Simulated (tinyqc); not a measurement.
Raising the field: Wannier-Stark ladder of a miniband.

One state in each well j = -(Nw - 1)/2 ... (Nw - 1)/2: H_jj = j e F d, H_(j,j+1) = -W/4; 1 kV/cm = 0.01 meV/angstrom. In an infinite chain the levels are j e F d and the state of well 0 has amplitude J_j(x) in size on well j, x = W/(2 e F d).

Inputs chosen for the exercise (near those of an InGaAs/InAlAs superlattice; the results hold for these values, not for the real material):
```
symbol  value                            unit      meaning
W       19                               meV       miniband width
d       95                               angstrom  period
Nw      9                                          wells
Fs      (2.2, 3.1, 4.1, 5.8, 9, 15, 33)  kV/cm     fields
```

Infinite-chain weights beside the middle spacing of the finite stack.

Results:
```
F (kV/cm)  e F d (meV)      x  J_0^2  J_1^2  J_2^2  middle spacing/(e F d)
2.2               2.09  4.545  0.096  0.059  0.041                  1.3106
3.1               2.94  3.226  0.107  0.063  0.233                  1.0710
4.1               3.90  2.439  0.000  0.262  0.191                  1.0145
5.8               5.51  1.724  0.147  0.335  0.083                  1.0014
9.0               8.55  1.111  0.510  0.225  0.019                  1.0001
15               14.25  0.667  0.796  0.099  0.003                  1.0000
33               31.35  0.303  0.955  0.022  0.000                  1.0000
```

J_0 vanishes at x = 2.405, F = 4.2 kV/cm, where the line at j = 0 disappears; J_0^2 overtakes J_1^2 for good at x = 1.435, F = 7.0 kV/cm, and reaches 0.95 in the last row. The 9 wells reproduce the middle spacing of the even ladder to 1 % from 5.8 kV/cm on, where the swing W/(e F d) = 2x is 3.4 periods. The lines are seen apart only where e F d exceeds their width, usually a few meV.

Computed by tinyqc, a small Python program: `OMP_NUM_THREADS=1 python tinyqc.py 1280215 1280216 out.jsonl` (the numbers bound the seed that draws the inputs); one thread of a shared host (Intel(R) Xeon(R) Processor @ 2.30GHz), about 0.01 s for the whole set of steps.
